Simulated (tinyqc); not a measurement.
# Worked calculation: tunnelling through a two-layer gate stack, WKB transmission and Tsu-Esaki current

Computed by the program tinyqc: `OMP_NUM_THREADS=1 python tinyqc.py 2540164 2540165 out.jsonl`, one thread of a shared Intel Xeon 2.30GHz, about 0.06 s for the whole run. Printed values are rounded.

Electrons leave the emitter at x = 0. Energies E (motion across the layers) are in eV from the emitter Fermi level; the collector Fermi level lies at -V and offers states at every E. No charge in the dielectric and no image force: F1 = V/(t1 + t2 eps1/eps2), F2 = F1 eps1/eps2; U = phi1 - F1 x in layer 1 and phi2 - F1 t1 - F2 (x - t1) in layer 2. With C = hbar^2/(2 m0), kappa = sqrt(m (U - E)/C) where U > E and 0 elsewhere; T(E) = exp(-S), S = 2 times the integral of kappa over x.

Parameters, values chosen for the exercise; layer 1 close to aluminium oxide, layer 2 close to hafnium oxide:

| symbol | value | unit | meaning |
|---|---|---|---|
| T | 350 | K | temperature |
| Ef | 0.27 | eV | Fermi energy of the emitter above its band bottom |
| me | 1 | m0 | emitter mass in the supply function |
| phi1 | 2.48 | eV | barrier of layer 1 above the emitter Fermi level at zero bias |
| m1 | 0.4 | m0 | tunnelling mass of layer 1 |
| t1 | 0.6 | nm | thickness of layer 1 |
| eps1 | 9.37 |  | relative permittivity of layer 1 |
| phi2 | 1.57 | eV | barrier of layer 2 at zero bias |
| m2 | 0.21 | m0 | tunnelling mass of layer 2 |
| t2 | 3.6 | nm | thickness of layer 2 |
| eps2 | 22.1 |  | relative permittivity of layer 2 |
| V | 0.7 | V | voltage across the dielectric |
| E | -0.1 | eV | energy of the electron followed |
| nc | 4 |  | cells in each layer |
| Ea | -0.27 | eV | lower end of the energy grid |
| Eb | 0.38 | eV | upper end of the energy grid |
| nE | 11 |  | points of the energy grid |

Constants: q = 1.602176634e-19 C, kB = 1.380649e-23 J/K, hbar = 1.054571817e-34 J s, m0 = 9.1093837015e-31 kg, Vt = kB T/q, hbar^2/(2 m0) = 0.0380998212 eV nm^2. Results are converted to the units shown.

Range of the model: A layer thinner than 0.8 nm holds only a few atomic planes, where an effective mass is a rough description.

## Fields and band edges

F1 = V/(t1 + t2 eps1/eps2), F2 = F1 eps1/eps2; U = phi1 - F1 x in layer 1 and phi2 - F1 t1 - F2 (x - t1) in layer 2. EOT = 3.9 (t1/eps1 + t2/eps2).

F1 = 3.29205 MV/cm
F2 = 1.39577 MV/cm
U at the end of layer 1 = 2.28248 eV
U at the start of layer 2 = 1.37248 eV
U at the end of layer 2 = 0.87 eV
EOT = 0.885027 nm

## WKB exponent by the midpoint rule

Cut each layer into nc equal cells, take U and kappa at the cell centres, and sum S = 2 sum kappa h.

```
cell   x (nm)   U (eV)  kappa (1/nm)
0     0.07500  2.45531       5.17953
1     0.22500  2.40593       5.12924
2     0.37500  2.35655       5.07845
3     0.52500  2.30717       5.02715
4     1.05000  1.30967       2.78745
5     1.95000  1.18405       2.66035
6     2.85000  1.05843       2.52687
7     3.75000  0.93281       2.38593
```

S = 24.7734
T(E) = 1.74202e-11

## WKB exponent in closed form

Each layer adds (2/F) sqrt(m/C) [G(u at its left edge) - G(u at its right edge)] to S, with u = U - E (0 where negative) and G(u) = (2/3) u^1.5. The slope follows from 1/d = -dS/dE.

S = 24.7713
T(E) = 1.74575e-11
energy d over which T(E) grows by a factor e = 0.11206 eV

The midpoint rule gives S = 24.773, so its T(E) is 0.21 % below this value. The band edge stays above E through the whole stack: direct tunnelling through a trapezoid.

## Current density on a coarse energy grid

J = J0 times the integral of T(E) N(E) dE, N = ln[(1 + exp(-E/Vt))/(1 + exp((-E - V)/Vt))], J0 = q^2 me m0 kB T/(2 pi^2 hbar^3) (times 1e-4 for A/cm^2 per eV), by Simpson's rule on nE equally spaced points from Ea to Eb.

```
point     E (eV)         T(E)           N       T(E) N
0      -0.270000  4.01335e-12     8.95219  3.59282e-11
1      -0.205000  6.96647e-12     6.79805  4.73584e-11
2      -0.140000  1.22503e-11     4.65140  5.69810e-11
3      -0.075000  2.18447e-11     2.56659  5.60663e-11
4      -0.010000  3.95467e-11    0.872605  3.45087e-11
5       0.055000  7.27810e-11    0.149668  1.08930e-11
6       0.120000  1.36376e-10   0.0185372  2.52802e-12
7       0.185000  2.60647e-10  0.00216594  5.64546e-13
8       0.250000  5.09216e-10  2.51249e-4  1.27940e-13
9       0.315000   1.01956e-9  2.91201e-5  2.96896e-14
10      0.380000   2.09878e-9  3.37474e-6  7.08283e-15
```

J0 = 4.88093e8 A/(cm^2 eV)
J = 0.00723221 A/cm^2

The integrand peaks at E = -0.140 eV among these points. A converged quadrature from -Ef to above the barrier gives 0.007232 A/cm^2; this grid is within 0.01 % of that.
